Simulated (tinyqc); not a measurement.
Dopant redistribution at a moving silicon-oxide interface during parabolic oxidation: one step, computed by the program tinyqc.

Uniformly doped silicon is oxidised with x_ox = sqrt(B t); the interface advances into the silicon by alpha x_ox, alpha = 0.44. The dopant does not move in the oxide, and at the interface C(silicon) = m C(oxide).

Problem. Profile below the interface. With the dopant diffusivity D and s = alpha x_ox/(2 sqrt(D t)), in the silicon C = C_B + (C_s - C_B) erfc(y/(2 sqrt(D t)))/erfc(s), y from the original surface. Dopant balance at the interface gives C_s/C_B = 1/[1 + (1/(m alpha) - 1) g], g = sqrt(pi) s exp(s^2) erfc(s). Depths z are counted from the present interface: y/(2 sqrt(D t)) = s + z/(2 sqrt(D t)); take z/(2 sqrt(D t)) = 0, 0.05, 0.1, 0.2, 0.3, 0.5, 0.75, 1, 1.5.

Inputs (values chosen for the exercise, modelled on boron in silicon under steam): temperature T = 1150 C.

diffusion length 2 sqrt(D t) = 1.333907 um

ratio C_s/C_B = 0.1971730

s = 0.5051871

Give: Profile.

Solution.

Profile:
```
z/(2 sqrt(D t))  z (um)   C/C_B
0.00              0.000  0.1972
0.05              0.067  0.2692
0.10              0.133  0.3373
0.20              0.267  0.4614
0.30              0.400  0.5693
0.50              0.667  0.7377
0.75              1.000  0.8717
1.00              1.334  0.9437
1.50              2.001  0.9923
```

Caution: parabolic growth needs an oxide much thicker than the Deal-Grove length A, which fails for thin films and low temperatures; oxidation-enhanced or retarded diffusion is ignored.
